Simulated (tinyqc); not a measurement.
# Capacitance measurement on a leaky thin oxide: effects of series resistance and leakage: readings against frequency

The device is a capacitance C in parallel with a leakage conductance G, in series with Rs and Ls. An impedance meter reports either a parallel pair (Cp, Gp) from Y = 1/Z = Gp + i w Cp or a series pair (Cs, Rm) from Z = Rm + 1/(i w Cs); w = 2 pi f, dissipation D = Gp/(w |Cp|).

EOT = 3.9 tox/eox; CET = EOT + zc + zp; C = 3.9 eps0 A/CET; G = Jg A/Vs. Z = Rs + i w Ls + 1/(G + i w C); CET read from Cp = 3.9 eps0 A/Cp; errors under 0.001 % are printed as 0.

Parameters, values chosen for the exercise; values of the order met in thin-oxide MOS capacitors: relative permittivity of the gate insulator (close to aluminium oxide) eox = 9.12; insulator thickness tox = 2.1 nm; gate area A = 100 um^2; oxide-equivalent thickness added by the accumulation layer zc = 0.45 nm; oxide-equivalent thickness added by gate depletion zp = 0 nm; gate leakage current density, not matched to the thickness Jg = 0.48 A/cm^2; voltage for an e-fold rise of the leakage Vs = 0.34 V; series resistance Rs = 63 ohm; series inductance Ls = 120 nH.

Constants: eps0 = 8.8541878128e-14 F/cm where lengths are in cm. Results are converted to the units shown.

The same in every row: C (pF) = 2.562.

Results:

| f (Hz) | Cp (pF) | Cs (pF) | D | error of Cp (%) | error of Cs (%) | CET read from Cp (nm) |
|---|---|---|---|---|---|---|
| 1000 | 2.561 | 1.971e4 | 87.72 | -0.0178 | 7.69e5 | 1.348 |
| 10000 | 2.561 | 199.6 | 8.772 | -0.0178 | 7690 | 1.348 |
| 30000 | 2.561 | 24.46 | 2.924 | -0.0178 | 855 | 1.348 |
| 1e5 | 2.561 | 4.532 | 0.8773 | -0.0178 | 76.9 | 1.348 |
| 3e5 | 2.561 | 2.781 | 0.2927 | -0.0177 | 8.55 | 1.348 |
| 1e6 | 2.561 | 2.581 | 0.08874 | -0.0167 | 0.771 | 1.348 |
| 3e6 | 2.561 | 2.564 | 0.03229 | -7.80e-3 | 0.0964 | 1.348 |
| 1e7 | 2.564 | 2.565 | 0.01894 | 0.0933 | 0.129 | 1.347 |
| 3e7 | 2.587 | 2.590 | 0.03371 | 0.990 | 1.11 | 1.335 |

Estimate the missing row, f = 3000 Hz.

Computed row:

| f (Hz) | Cp (pF) | Cs (pF) | D | error of Cp (%) | error of Cs (%) | CET read from Cp (nm) |
|---|---|---|---|---|---|---|
| 3000 | 2.561 | 2192 | 29.24 | -0.0178 | 8.55e4 | 1.348 |

With this row back in the table: D goes from 87.7 through a minimum of 0.0189 (at f = 1e7 Hz among the rows listed) to 0.0337; without inductance its minimum lies at f = sqrt(G (1 + G Rs)/Rs)/(2 pi C) = 9.30e6 Hz. The error of Cp goes from -0.0178 to 0.990 % and that of Cs from 7.69e5 to 1.11 %; at low frequency Cp tends to C/(1 + G Rs)^2 and Cs grows as 1 + (G/(w C))^2. One of the two readings is within 2 % of C for f = 1000, 3000, 10000, 30000, 1e5, 3e5, 1e6, 3e6, 1e7, 3e7 Hz. At the highest frequencies Ls raises both readings, by about w^2 Ls C in relative terms. For f = 1000, 3000, 10000, 30000 D exceeds 1, where the accuracy of real meters degrades in proportion to sqrt(1 + D^2).

tinyqc, about 0.01 s, one thread, Intel Xeon 2.30GHz (shared host): `OMP_NUM_THREADS=1 python tinyqc.py 2022173 2022174 out.jsonl`
